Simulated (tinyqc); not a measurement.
# Surface potential of a MOS transistor: implicit equation and explicit approximations: effects of single changes

p-type body, charge-sheet picture, depletion and inversion only, full ionisation (an idealisation for deep acceptors), Boltzmann statistics (rough once Na exp(x - xn) passes about Nc/7). In units of Vt: xg = (Vg - Vfb)/Vt, x = psi/Vt, G = gamma/sqrt(Vt), xn = (2 phiF + Vc)/Vt. The implicit equation is (xg - x)^2 = G^2 [x - 1 + exp(x - xn)] for x above about 3. Cox = eps0 eox/tox.

Values chosen for this exercise; band and dielectric values close to those of silicon:

| symbol | value | unit | meaning |
|---|---|---|---|
| T | 350 | K | temperature |
| Eg | 1.12 | eV | band gap |
| eps_r | 11.7 |  | relative permittivity |
| Nc | 3.49e19 | cm^-3 | conduction-band density of states at T |
| Nv | 3.31e19 | cm^-3 | valence-band density of states at T |
| eox | 3.9 |  | relative permittivity of the gate insulator (close to silicon dioxide) |
| tox | 9.2 | nm | insulator thickness |
| Na | 2e16 | cm^-3 | acceptor density |
| Vfb | -0.44 | V | flat-band voltage |
| Vc | 1 | V | channel-body voltage |
| Vg | 1.23 | V | gate-body voltage |

Constants: q = 1.602176634e-19 C, kB = 1.380649e-23 J/K, Vt = kB T/q, eps0 = 8.8541878128e-14 F/cm where lengths are in cm. Results are converted to the units shown.

Each table varies one quantity; the others keep the values above.

## Accuracy of the approximations against gate voltage

ni = sqrt(Nc Nv) exp(-Eg/(2 Vt)), Eg in volts; phiF = Vt ln(Na/ni); gamma = sqrt(2 q eps0 eps_r Na)/Cox; VT = Vfb + Vt (xn + G sqrt(xn - 1)). Depletion value a = 1 + [sqrt(G^2/4 + xg - 1) - G/2]^2; inversion value b = xn + ln[(xg - xn)^2/G^2 - xn + 1] and first guess y = min(a, b) - ln(1 + exp(-|a - b|)) if a > xn + 1, else b = y = a; one second-order correction with D = exp(y - xn), p = 2 (xg - y) + G^2 (1 + D), w = (xg - y)^2 - G^2 (y - 1 + D): z = y + 2 w/(p + sqrt(p^2 - 2 (2 - G^2 D) w)), or the Newton step z = y + w/p where the root is not real. N_inv = (Cox Vt G/q) [sqrt(x - 1 + exp(x - xn)) - sqrt(x - 1)] at the root. Lambert form (Cox m Vt/q) W0[(G/(2 m sqrt(xn - 1))) exp((Vg - VT)/(m Vt))], m = 1 + G/(2 sqrt(xn - 1)). Errors under 1e-4 mV, and the linear form below VT, are printed as 0.

Accuracy of the approximations against gate voltage:

| Vg (V) | psi (V) | x - xn | error of y (mV) | error of z (mV) | N_inv (cm^-2) | Cox (Vg - VT)/q (cm^-2) | Lambert form (cm^-2) |
|---|---|---|---|---|---|---|---|
| 1.11 | 1.305 | -12.15 | 0 | 0 | 3.595e4 | 0 | 2.985e4 |
| 1.31 | 1.488 | -6.082 | 5.68e-3 | 0 | 1.451e7 | 0 | 1.348e7 |
| 1.51 | 1.670 | -0.05613 | 2.22 | -1.44e-4 | 5.638e9 | 1.337e9 | 5.658e9 |
| 1.71 | 1.781 | 3.633 | 25.1 | 6.70 | 1.918e11 | 4.699e11 | 2.007e11 |
| 1.91 | 1.820 | 4.929 | 20.1 | -3.50 | 5.613e11 | 9.384e11 | 5.870e11 |
| 2.11 | 1.843 | 5.677 | 15.5 | -1.15 | 9.727e11 | 1.407e12 | 1.014e12 |
| 2.31 | 1.859 | 6.211 | 12.9 | -0.577 | 1.400e12 | 1.875e12 | 1.454e12 |
| 2.51 | 1.871 | 6.630 | 11.1 | -0.346 | 1.837e12 | 2.344e12 | 1.902e12 |
| 2.71 | 1.882 | 6.976 | 9.85 | -0.229 | 2.279e12 | 2.813e12 | 2.355e12 |

psi rises from 1.30 to 1.88 V and ends 7.0 Vt above 2 phiF + Vc. Among the rows the first guess is off by at most 25 mV (at Vg = 1.71 V) and the corrected value by at most 6.7 mV. In the last row the linear form is 23 % above N_inv and the Lambert form 3.3 % above it; in the first row the Lambert form is 17 % below it. For Vg = 2.11, 2.31, 2.51, 2.71 the electron quasi-Fermi level lies less than 2 Vt below the band edge at the surface, or above it, where degeneracy and confinement, left out, matter.

## Effect of the insulator thickness at fixed gate voltage

Same model as above.

The same in every row: Cox (Vg - VT)/q (cm^-2) = 0.

Result of one run:

| tox (nm) | psi (V) | x - xn | error of y (mV) | error of z (mV) | N_inv (cm^-2) | Lambert form (cm^-2) |
|---|---|---|---|---|---|---|
| 3.1 | 1.579 | -3.064 | 0.0402 | 0 | 2.878e8 | 2.793e8 |

What becomes of these results when the insulator thickness tox is changed from 3.1 to 5.7 nm, all else the same?

Result of the changed run:

| tox (nm) | psi (V) | x - xn | error of y (mV) | error of z (mV) | N_inv (cm^-2) | Lambert form (cm^-2) |
|---|---|---|---|---|---|---|
| 5.7 | 1.507 | -5.463 | 6.71e-3 | 0 | 2.677e7 | 2.521e7 |

The whole series:

| tox (nm) | psi (V) | x - xn | error of y (mV) | error of z (mV) | N_inv (cm^-2) | Lambert form (cm^-2) |
|---|---|---|---|---|---|---|
| 3.1 | 1.579 | -3.064 | 0.0402 | 0 | 2.878e8 | 2.793e8 |
| 4.2 | 1.548 | -4.093 | 0.0195 | 0 | 1.039e8 | 9.964e7 |
| 5.7 | 1.507 | -5.463 | 6.71e-3 | 0 | 2.677e7 | 2.521e7 |
| 7.9 | 1.448 | -7.404 | 1.33e-3 | 0 | 3.923e6 | 3.580e6 |
| 11 | 1.370 | -10.00 | 1.38e-4 | 0 | 2.997e5 | 2.584e5 |
| 15 | 1.275 | -13.14 | 0 | 0 | 1.354e4 | 1.056e4 |
| 20 | 1.167 | -16.73 | 0 | 0 | 391.6 | 256.8 |
| 28 | 1.015 | -21.78 | 0 | 0 | 2.694 | 1.183 |

As tox goes from 3.1 to 28, psi falls from 1.58 to 1.01 V, x - xn falls from -3.06 to -21.8 and N_inv falls from 2.88e8 to 2.69 cm^-2. The Lambert form lies between 0.439 and 0.971 times N_inv.

tinyqc, about 0.01 s, one thread, Intel Xeon 2.30GHz (shared host): `OMP_NUM_THREADS=1 python tinyqc.py 2122077 2122078 out.jsonl`
